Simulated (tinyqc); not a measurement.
What moves the Fermi level: gated graphene: carriers, quantum capacitance and optical conductivity.

Cones E = +/- hv |k|, four flavours, D(E) = 2|E|/(pi hv^2). n = (2/pi)(kT/hv)^2 F_1(mu/kT), p = (2/pi)(kT/hv)^2 F_1(-mu/kT), in 1/angstrom^2 (1e16 for 1/cm^2); F_1(eta) = integral_0^infinity x dx/(1 + exp(x - eta)). Cq/e^2 = d(n - p)/d mu = (2 kT/(pi hv^2)) ln(2 + 2 cosh(mu/kT)).

Gate: V = mu/e + e (n - p)/Cox with Cox/e^2 = k/(4 pi e2 t), t in angstrom, e2 = e^2/(4 pi eps0); 1/(eV angstrom^2) in C/e^2 equals 1602.176634 microfarad/cm^2; total 1/C = 1/Cox + 1/Cq.

Constants: kB = 8.617333262e-05 eV/K; e^2/(4 pi eps0) = 14.39964547 eV angstrom.

Values chosen for the exercise (Fermi velocity near that of graphene, gate dielectric near SiO2; shifted at random, so the results belong to these values and not to a real crystal):
- hv = 6.14 eV angstrom (hbar vF)
- T = 300 K
- k = 3.99 (dielectric constant of the gate layer)
- t = 285 nm (its thickness)
- V = 147.15 V (gate voltage from the neutrality point)

All results formed anew.

One parameter was then changed.

Results before and after:

| case | mu (eV) | n - p (1/cm^2) | C/Cox |
|---|---|---|---|
| base | 0.3637 | 1.136e+13 | 0.9987 |
| changed | 0.3614 | 1.136e+13 | 0.9987 |

Which of these changes was made? (a) V = 191.295 V; (b) k = 4.79; (c) t = 199.5 nm; (d) T = 400 K; (e) hv = 6.75 eV angstrom.

Answer: (d) T = 400 K. Of the candidates, run in turn, only this one gives the changed row.

All candidates:

| case | mu (eV) | n - p (1/cm^2) | C/Cox |
|---|---|---|---|
| base | 0.3637 | 1.136e+13 | 0.9987 |
| V = 191.295 V | 0.4156 | 1.477e+13 | 0.9989 |
| t = 199.5 nm | 0.4357 | 1.622e+13 | 0.9985 |
| k = 4.79 | 0.3990 | 1.363e+13 | 0.9986 |
| hv = 6.75 eV angstrom | 0.4004 | 1.135e+13 | 0.9986 |
| T = 400 K | 0.3614 | 1.136e+13 | 0.9987 |

Computed by tinyqc, a small Python program: `OMP_NUM_THREADS=1 python tinyqc.py 1652321 1652322 out.jsonl` (the numbers bound the seed that draws the inputs); one thread of a shared host (Intel(R) Xeon(R) Processor @ 2.30GHz), about 0.01 s for the whole set of steps.
